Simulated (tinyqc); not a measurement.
Inside a calculation. Method: power iteration on a symmetric matrix. Computed by tinyqc, a small Python program that keeps every step. Settings: method = power, shift = -0.25. Command: `OMP_NUM_THREADS=1 python tinyqc.py 27471 27472 out.jsonl` (the two numbers bound the seeds that draw the settings). One thread of a shared host (Intel(R) Xeon(R) Processor @ 2.60GHz), about 0.01 s of CPU time with the checks.

A, lower triangle:
```
           1          2          3         4
1   1.633000
2  -0.103000   2.292000
3   1.538000  -0.282000   2.606000
4  -0.421000  -1.273000  -0.461000  3.346000
```

Stop when the residual |A v - lambda v| is below 1e-9.

Steps:
```
step      lambda  residual
1     3.08211681  1.14e+00
2     3.68392567  6.48e-01
3     3.85073446  4.14e-01
4     3.92832600  3.78e-01
5     3.99668332  3.82e-01
6     4.06530430  3.82e-01
7     4.13187972  3.71e-01
8     4.19285240  3.50e-01
9     4.24564914  3.21e-01
10    4.28917420  2.88e-01
11    4.32362353  2.54e-01
12    4.35002073  2.21e-01
13    4.36975028  1.90e-01
14    4.38422351  1.62e-01
15    4.39469598  1.37e-01
16    4.40219852  1.16e-01
17    4.40753514  9.78e-02
18    4.41131186  8.22e-02
19    4.41397503  6.89e-02
20    4.41584821  5.78e-02
21    4.41716338  4.84e-02
22    4.41808561  4.05e-02
23    4.41873174  3.39e-02
24    4.41918414  2.84e-02
25    4.41950077  2.37e-02
26    4.41972230  1.99e-02
27    4.41987726  1.66e-02
28    4.41998564  1.39e-02
29    4.42006144  1.16e-02
30    4.42011444  9.71e-03
```

Can the last value be used, and what does the course show?

Not by the stop rule. Not converged in 30 steps: the residual falls only by the ratio of the two largest distances of eigenvalues from the shift, 0.84 a step. all eigenvalues, for comparison: 0.502421  1.299257  3.655085  4.420238.
